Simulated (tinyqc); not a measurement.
Inside a calculation. Method: Hubbard chain of 2 sites. Computed by tinyqc, a small Python program that keeps every step. Settings: hopping = 1.81, U = 9.2, mixing = 0.5, iteration cap = 85. Command: `OMP_NUM_THREADS=1 python tinyqc.py 22830 22831 out.jsonl` (the two numbers bound the seeds that draw the settings). One thread of a shared host (Intel(R) Xeon(R) Processor @ 2.60GHz), about 0.2 s of CPU time with the checks. Later iterations appear only in the table of the cycle.

## Mean-field iteration 1

one-body matrix (hopping and site energies) (eV), order 1, 2:
```
[[0.000000, -1.810000],
 [-1.810000, 0.000000]]
```

U = 9.200000 eV

electrons, up and down: [1, 1]

mixing = 0.500000

n(up) at the start (a guess, not normalised): [0.500000, 0.500000]

n(down) at the start (a guess): [0.500000, 0.500000]

H(up) = T + U n(down), H(down) = T + U n(up); fill the lowest levels; n(new) = n + mixing (n(out) - n); E = tr T (rho up + rho down) + U sum n_up n_down of the output.

levels, up (eV): [2.790000, 6.410000]

levels, down (eV): [2.790000, 6.410000]

energy = 0.980000 eV

n(up) after iteration 1: [0.500000, 0.500000]

n(down) after iteration 1: [0.500000, 0.500000]

## Convergence

Each step fills the lowest levels of T + U n(other spin) and sets n(new) = n + mixing (n(out) - n); stop when output and input agree to 1e-8.

Course of the cycle:
```
iteration      E (eV)  largest |n(out) - n(in)|  mean |n_up - n_down|
1          0.98000000                  1.11e-16              0.000000
```

local moments n_up - n_down: [0.000000, 0.000000]

Converged in 1 iterations. But random starts reach -0.71220 eV, so this is another stationary point, not the lowest one. Reruns (cap 100 unless said): mixing 0.2: converged in 1 to a higher stationary point (E = 0.98000); mixing 0.9: converged in 1 to a higher stationary point (E = 0.98000). Before convergence this energy mixes input and output and is not variational, so it may rise towards its limit.

## The many-body Hamiltonian

Basis: all placements (u, d, 2, 0 on each site), up operators ordered before down ones; hops carry the sign of the same-spin electrons passed.

H (eV), order 20, ud, du, 02:
```
[[9.200000, -1.810000, -1.810000, 0.000000],
 [-1.810000, 0.000000, 0.000000, -1.810000],
 [-1.810000, 0.000000, 0.000000, -1.810000],
 [0.000000, -1.810000, -1.810000, 9.200000]]
```

## Exact diagonalisation (4 states)

Lowest levels of the sector, and the double occupancy of the lowest state.

lowest levels (eV): [-1.253580, 0.000000, 9.200000, 10.453580]

double occupancy per site = 0.053539

The mean-field solution above lies 2.2336 eV above the exact energy.
